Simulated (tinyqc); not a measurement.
Comparisons within one model: Slater-Koster d bands of an fcc metal. A value that a table varies takes the place of the one given here.

Slater-Koster d bands. For a bond with direction cosines (l, m, n) the 5 x 5 block is dds Ps + ddp Pp + ddd (1 - Ps - Pp), the projectors on sigma, pi and delta states about the bond; for instance <xy|xy> = 3 l^2 m^2 dds + (l^2 + m^2 - 4 l^2 m^2) ddp + (n^2 + l^2 m^2) ddd, <xy|yz> = 3 l m^2 n dds + l n (1 - 4 m^2) ddp + l n (m^2 - 1) ddd and <3z2-r2|3z2-r2> = (n^2 - (l^2 + m^2)/2)^2 dds + 3 n^2 (l^2 + m^2) ddp + (3/4)(l^2 + m^2)^2 ddd. H(k) sums the blocks times cos(k.R) over the neighbours; the d level is the zero of energy; k in 2 pi/a.

Neighbours: twelve at (a/2)(1,1,0) and equivalents.

Mesh: k = f1 b1 + f2 b2 + f3 b3 with fractions (j + 1/2)/N, j = 0 to N - 1, and b = (-1,1,1), (1,-1,1), (1,1,-1) for fcc, (0,1,1), (1,0,1), (1,1,0) for bcc, unit vectors for simple cubic. The lowest Nd/10 of all levels are filled with two electrons each; the bond energy is their sum per atom.

Inputs chosen for the exercise (of the size met in Ir; the results hold for these values, not for the real material): dds = -1.173 eV (dd sigma); ddp = 0.481 eV (dd pi); ddd = -0.152 eV (dd delta); N = 8 (mesh); f2 = 0.487 (factor for second neighbours in bcc).

## Band filling: full bands against the rectangular model

W = sqrt(12 mu2) with mu2 the mean square level on the mesh; rectangular model: Fermi level W (Nd/10 - 1/2), bond energy -W Nd (10 - Nd)/20. The Fermi level of the mesh is the highest filled level.

Per atom (eV):
```
Nd  EF, bands  bond energy, bands  EF, rectangle  bond energy, rectangle
1      -2.650              -3.340         -2.947                  -3.315
2      -2.130              -5.739         -2.210                  -5.894
3      -1.575              -7.544         -1.474                  -7.736
4      -1.059              -8.897         -0.737                  -8.841
5       0.091              -9.404          0.000                  -9.210
6       1.036              -8.962          0.737                  -8.841
7       1.635              -7.656          1.474                  -7.736
8       2.247              -5.756          2.210                  -5.894
9       2.876              -3.197          2.947                  -3.315
```

W = 7.368 eV
full width on the mesh = 8.402 eV

The bond energy is deepest at Nd = 5 (-9.404 eV); the rectangle has its minimum at 5. The two differ most at Nd = 5, by 0.194 eV or 2 % of the deepest value: the second moment fixes the parabola, and higher moments the rest. At Nd = 3 and 7 the bands give -7.544 and -7.656 eV, a skew towards more than half filling.

## Which lattice a d-band metal prefers

fcc has twelve neighbours, bcc eight and six (the six times f2), simple cubic six. The integrals of bcc and sc are scaled so that all three have the second moment of fcc, which stands for equal repulsion (structural energy difference theorem). s and p electrons are left out.

Bond energy per atom:
```
Nd  fcc (eV)  bcc - fcc (meV)  sc - fcc (meV)
1     -3.340              187            -470
2     -5.739               54            -246
3     -7.544             -330             113
4     -8.897             -376             756
5     -9.404               55            1022
6     -8.962              433             821
7     -7.656              363             225
8     -5.756               98            -229
9     -3.197             -203            -613
```

scale factors: bcc 1.1285, sc 1.4142

mu3/mu2^1.5: fcc -0.035, bcc -0.034, sc 0.000

mu4/mu2^2: fcc 1.778, bcc 1.743, sc 2.865

largest change of a difference when N is raised to 14 = 46 meV

fcc is lowest for Nd = 5, 6 and 7. bcc is lowest for Nd = 3 and 4. sc is lowest for Nd = 1, 2, 8 and 9. bcc gains most on fcc at Nd = 4 (-376 meV). A small fourth moment marks a two-peaked band, which tends to favour fillings near one half; bcc has -2 % against fcc, and at Nd = 5 it lies +55 meV from fcc, which the fourth moment alone does not explain (differences of a few tens of meV are within the error of the mesh; hcp is left out, and this d-only model can miss the lattice of the real metal). The third moments, from three-membered rings, skew the bands. That simple cubic wins anywhere comes from keeping d bands and equal second moments alone; no transition metal takes it. Differences below about 46 meV are within the error of this mesh, and the s and p electrons left out weigh most where the d band is nearly empty or full.

## What each integral does

Levels at Gamma, E(t2g) = 3 dds + 4 ddp + 5 ddd, E(eg) = 1.5 dds + 6 ddp + 4.5 ddd, and W = sqrt(12 mu2), the width of a rectangular band with the same second moment mu2 = z (dds^2 + 2 ddp^2 + 2 ddd^2)/5, z = 12. Each row changes one parameter from the base and keeps the others.

Results:
```
case              t2g (eV)  eg (eV)  W (eV)
base               -2.3550   0.4425  7.3678
dds = -1.3489 eV   -2.8827   0.1787  8.1890
ddp = 0.5531 eV    -2.0666   0.8751  7.6537
ddd = -0.1292 eV   -2.2410   0.5451  7.3427
```

The largest shifts from the base row, up to three for each result and ties (the steps differ in size, so this ranks the rows, not the parameters). t2g (eV): dds -0.5277, ddp +0.2884, ddd +0.1140. eg (eV): ddp +0.4326, dds -0.2638, ddd +0.1026. W (eV): dds +0.8212, ddp +0.2859, ddd -0.0251. The ratio of the shifts of t2g and eg names the integral: 3 : 1.5 for dds, 4 : 6 for ddp, 5 : 4.5 for ddd.

Program tinyqc; command `OMP_NUM_THREADS=1 python tinyqc.py 1452707 1452708 out.jsonl`; about 0.05 s on one thread of a shared Intel(R) Xeon(R) Processor @ 2.30GHz.
